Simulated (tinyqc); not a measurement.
Inside a calculation. Model: resistive crossbar, vector-matrix product with wire resistance.

Numbers from tinyqc (`OMP_NUM_THREADS=1 python tinyqc.py 2880020 2880021 out.jsonl`; about 0.01 s on one thread of a shared Intel Xeon 2.30GHz). Printed values are rounded.

2 rows and 2 columns. Cell (i, j) joins row node wij to column node bij. Each row is driven at its left end through one wire segment rw; neighbouring nodes along a row or a column are joined by rw; each column ends below the last row in one more rw and a virtual ground, where its current is read. Ideal output: I_j = sum_i V_i G_ij.

Parameters, values chosen for the exercise:
```
symbol,value,unit,meaning
rw,200,ohm,wire resistance between neighbouring cells
V,"[0.34, 0.15]",V,input voltages of the rows
```

## The nodal equations

cell conductances G (uS):
```
	column 1	column 2
row 1	38	24
row 2	22	8.4
```

Kirchhoff current law at every node, A x = b: A holds the sum of the conductances at a node on the diagonal and minus the conductance between two nodes off it (wire conductance 1/rw); b = V_i/rw at the first node of row i.

A (uS):
```
	w11	w12	w21	w22	b11	b12	b21	b22
w11	10038.0	-5000	0	0	-38	0	0	0
w12	-5000	5024	0	0	0	-24	0	0
w21	0	0	10022.0	-5000	0	0	-22	0
w22	0	0	-5000	5008.40	0	0	0	-8.4
b11	-38	0	0	0	5038	0	-5000	0
b12	0	-24	0	0	0	5024	0	-5000
b21	0	0	-22	0	-5000	0	10022.0	0
b22	0	0	0	-8.4	0	-5000	0	10008.4
```

b (uA): w11 1700, w12 0, w21 750, w22 0, b11 0, b12 0, b21 0, b22 0

## Node voltages and column currents

Solve A x = b; I_j = b2j/rw.

row nodes (mV): w11 335.902, w12 334.314, w21 149.111, w22 148.864
column nodes (mV): b11 5.66187, b12 3.42355, b21 3.15204, b22 1.83528
column currents (uA): column 1 15.7602, column 2 9.17640

## Error against the ideal product

Ideal I_j = sum_i V_i G_ij; error = I/ideal - 1.

ideal currents (uA): column 1 16.22, column 2 9.42
error (%): column 1 -2.835, column 2 -2.586

The largest error is in column 1. All currents fall short, since the wires take part of the voltage.
